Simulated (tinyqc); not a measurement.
Bond-orbital model of a tetrahedral semiconductor (Harrison's universal couplings): one step. Bond and antibond. Three cases, with inputs chosen for the exercise.

Question. The 2 x 2 problem [[ehc, -V2], [-V2, eha]] gives (ehc + eha)/2 -/+ sqrt(V2^2 + V3^2); ap = V3/sqrt(V2^2 + V3^2), ac = V2/sqrt(V2^2 + V3^2); the bond has weight (1 + ap)/2 on the anion.

Hybrid level eh = (es + 3 ep)/4; metallic energy V1 = (ep - es)/4 for each atom; covalent energy V2 = 3.22 hbar^2/(m d^2); polar energy V3 = (ehc - eha)/2; hbar^2/m = 2c, c = hbar^2/2m0. Polarity ap = V3/sqrt(V2^2 + V3^2), covalency ac = V2/sqrt(V2^2 + V3^2). p-p coupling at Gamma Exx = (4/3)(2.22 - 2 x 0.63) hbar^2/(m d^2) = 1.28 hbar^2/(m d^2), s-s coupling Ess = 4 x 1.32 hbar^2/(m d^2).

Give: levels; ap; ac; weight on the anion.

Case 1.

hybrid levels (eV): cation -6.630000, anion -12.060000

V2, V3 (eV): 3.803132  2.715000

Answer.

levels (eV): bond -14.0178, antibond -4.6722

ap = 0.5810
ac = 0.8139
weight on the anion = 0.7905

Case 2.

hybrid levels (eV): cation -9.295000, anion -13.132500

V2, V3 (eV): 6.942136  1.918750

Answer.

levels (eV): bond -18.4162, antibond -4.0113

ap = 0.2664
ac = 0.9639
weight on the anion = 0.6332

Case 3.

hybrid levels (eV): cation -9.355000, anion -13.197500

V2, V3 (eV): 7.016582  1.921250

Answer.

levels (eV): bond -18.5511, antibond -4.0014

ap = 0.2641
ac = 0.9645
weight on the anion = 0.6320

Computed by tinyqc, one run a case: `OMP_NUM_THREADS=1 python tinyqc.py N N+1 out.jsonl` with N = 1450803, 1451235, 1451452; one thread of a shared Intel(R) Xeon(R) Processor @ 2.30GHz, about 0.01 s a run at most.
